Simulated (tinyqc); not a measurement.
Hydrogen passivation and dissociation of interface defects with a spread of activation energies: one step, computed by the program tinyqc. Command: `OMP_NUM_THREADS=1 python tinyqc.py 3023373 3023374 out.jsonl passivation walk`. One thread of a shared host (Intel(R) Xeon(R) Processor @ 2.30GHz), about 0.01 s of CPU time with the checks.

Active defects P react as P + H2 -> HP + H and HP -> P + H; released atomic hydrogen is removed. All defects start active. Activation energies are normally distributed, independently for the two reactions.

Problem. Sites at the mean energies. a = k_f0 [H2] exp(-E_f/k_B T), b = k_d0 exp(-E_d/k_B T); the active share of one kind of site is b/(a + b) + (a/(a + b)) exp(-(a + b) t).

Inputs (values chosen for the exercise, for a model interface):
```
quantity                        value    unit
mean passivation energy E_f      1.52      eV
prefactor k_f0                8.2e-08  cm^3/s
mean dissociation energy E_d      2.9      eV
prefactor k_d0                4.7e+12     1/s
dissolved hydrogen [H2]         9e+16   cm^-3
anneal temperature T              680       K
anneal time t                     230       s
```

Ambient: hydrogen.

Constants: k_B = 8.617333262e-05 eV/K.

Give: passivation rate a; dissociation rate b; active share, single energy; steady active share, single energy.

Solution.

passivation rate a = 0.04006 1/s

dissociation rate b = 1.510e-09 1/s

active share, single energy = 9.978e-05

steady active share, single energy = 3.769e-08
